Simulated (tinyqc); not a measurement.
Gated graphene: carriers, quantum capacitance and optical conductivity, step by step. Values are carried at full precision from step to step, so a last printed digit may differ when a step is redone from the rounded ones.

Cones E = +/- hv |k|, four flavours, D(E) = 2|E|/(pi hv^2). n = (2/pi)(kT/hv)^2 F_1(mu/kT), p = (2/pi)(kT/hv)^2 F_1(-mu/kT), in 1/angstrom^2 (1e16 for 1/cm^2); F_1(eta) = integral_0^infinity x dx/(1 + exp(x - eta)). Cq/e^2 = d(n - p)/d mu = (2 kT/(pi hv^2)) ln(2 + 2 cosh(mu/kT)).

Gate: V = mu/e + e (n - p)/Cox with Cox/e^2 = k/(4 pi e2 t), t in angstrom, e2 = e^2/(4 pi eps0); 1/(eV angstrom^2) in C/e^2 equals 1602.176634 microfarad/cm^2; total 1/C = 1/Cox + 1/Cq.

Constants: kB = 8.617333262e-05 eV/K; e^2/(4 pi eps0) = 14.39964547 eV angstrom; fine-structure constant alpha = 0.007297352564.

Values chosen for the exercise (Fermi velocity near that of graphene, gate dielectric near SiO2; shifted at random, so the results belong to these values and not to a real crystal):
- hv = 6.66 eV angstrom (hbar vF)
- T = 400 K
- k = 4.04 (dielectric constant of the gate layer)
- t = 30 nm (its thickness)
- V = 2.01 V (gate voltage from the neutrality point)
- E = 0.356 eV (photon energy)
- Gm = 20 meV (intraband damping)

## Chemical potential at the gate voltage

Solve the gate equation for mu.

Cox = 0.1192 microfarad/cm^2
mu = 0.1255 eV
n = 1.41e+12 1/cm^2
p = 4.44e+09 1/cm^2

mu takes 6.2 % of the gate voltage; the zero-temperature rule |mu| = hv sqrt(pi |n - p|) gives 0.1398 eV.

## Quantum capacitance

1/(eV angstrom^2) in C/e^2 equals 1602.176634 microfarad/cm^2; 1/C = 1/Cox + 1/Cq.

Cq = 2.928 microfarad/cm^2
C = 0.1146 microfarad/cm^2
Cq at mu = 0 = 1.099 microfarad/cm^2

C is 0.961 of Cox.

## Optical conductivity at one energy

Conductivity over sigma0 = e^2/(4 hbar): interband Re = sinh(E/2kT)/(cosh(mu/kT) + cosh(E/2kT)); intraband Re = (8 kT/pi) ln(2 cosh(mu/2kT)) Gm/(E^2 + Gm^2). A free sheet absorbs about pi alpha_f Re(sigma/sigma0), alpha_f the fine-structure constant (alpha among the constants).

Evaluate both parts and the absorption.

interband = 0.8207
intraband = 0.0255
absorption = 1.940 %

E is above 2|mu| = 0.2511 eV; at this temperature interband transitions are mostly open; the universal value is pi alpha_f = 2.293 %.

## Checks

- Cq/e^2 against the finite difference of n - p (1/(eV angstrom^2)): both 0.001827.

Run: tinyqc, `OMP_NUM_THREADS=1 python tinyqc.py 1650579 1650580 out.jsonl`; Intel(R) Xeon(R) Processor @ 2.30GHz, one thread, shared host; about 0.01 s of CPU time with all checks.
